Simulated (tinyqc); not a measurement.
Size of the sine basis: hole subbands of a hard-walled well, four-band Luttinger model.

Hole energies are counted downwards from the unstrained band edge, c = hbar^2/2m0. After the usual block transformation one block is H = [[P + Q - Zs, R - i S], [R + i S, P - Q + Zs]] in (heavy, light), with P +/- Q = c [(g1 +/- g2) k^2 + (g1 -/+ 2 g2) kz^2], R = sqrt(3) c gR k^2, S = 2 sqrt(3) c g3 k kz, kz = -i d/dz; axial approximation gR = (g2 + g3)/2. Zs = b (e_par - e_perp) is the shear part of the strain (the hydrostatic part shifts all levels alike and is left out). Basis sqrt(2/L) sin(n pi z/L), n = 1 to N, for each component: kz^2 gives (n pi/L)^2 and the heavy-light block is R delta_nm - 2 sqrt(3) c g3 k D_nm with D_nm = 4 n m/(L (n^2 - m^2)) for n + m odd, 0 otherwise. The other block has the same levels. The split-off band is left out.

Constants: hbar^2/2m0 = 3.80998211 eV angstrom^2.

Parameters, chosen for this exercise (near those of GaSb; not measured data): g1 = 13.53 (Luttinger gamma1); g2 = 4.64 (gamma2); g3 = 5.97 (gamma3); L = 80 angstrom (well width along [001]); k = 0.0467 1/angstrom (wave vector in the plane).

shear strain energy Zs = 0.032771 eV

The four lowest hole energies at the given k for growing N.

Hole energies (meV):

| N | E1 | E2 | E3 | E4 |
|---|---|---|---|---|
| 2 | 62.653 | 132.099 | 366.758 | 683.133 |
| 3 | 51.756 | 100.964 | 248.752 | 351.025 |
| 4 | 51.749 | 97.490 | 206.436 | 304.563 |
| 6 | 50.983 | 96.379 | 202.396 | 291.043 |
| 10 | 50.731 | 96.003 | 201.355 | 288.987 |
| 20 | 50.670 | 95.906 | 201.115 | 288.611 |
| 40 | 50.662 | 95.893 | 201.083 | 288.568 |
| 80 | 50.661 | 95.891 | 201.079 | 288.563 |

Is N = 3 enough for 1 meV in the two lowest levels?

No: against N = 80, N = 3 errs by up to 5.07 meV in E1 and E2, always upwards, as a variational basis must. Both are within 0.1 meV of N = 80 from N = 20 on; N = 40 and N = 80 differ by 1.7e-03 meV at most.

Run: tinyqc, `OMP_NUM_THREADS=1 python tinyqc.py 1281207 1281208 out.jsonl`; Intel(R) Xeon(R) Processor @ 2.30GHz, one thread, shared host; about 0.2 s of CPU time with all checks.
